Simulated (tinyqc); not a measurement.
RHF in the sto-6g basis, for H3-, spin multiplicity 1, step by step. The basis has no diffuse functions, so it cannot describe the extra electron: this is an exercise in the method, not the real anion. One step of it, computed by the program tinyqc.

Question. Orthogonalisation. S = U s U^T; symmetric (Loewdin) form X = U s^(-1/2) U^T, so that X^T S X = 1.

overlap S, lower triangle:
```
          1H 1s     2H 1s     3H 1s
1H 1s  1.000000
2H 1s  0.359009  1.000000
3H 1s  0.359009  0.050852  1.000000
```

Give: eigenvalues of S; X.

Answer.

eigenvalues of S: 0.5171  0.9491  1.5338

X, lower triangle:
```
         1H 1s   2H 1s   3H 1s
1H 1s   1.1136
2H 1s  -0.2059  1.0555
3H 1s  -0.2059  0.0290  1.0555
```
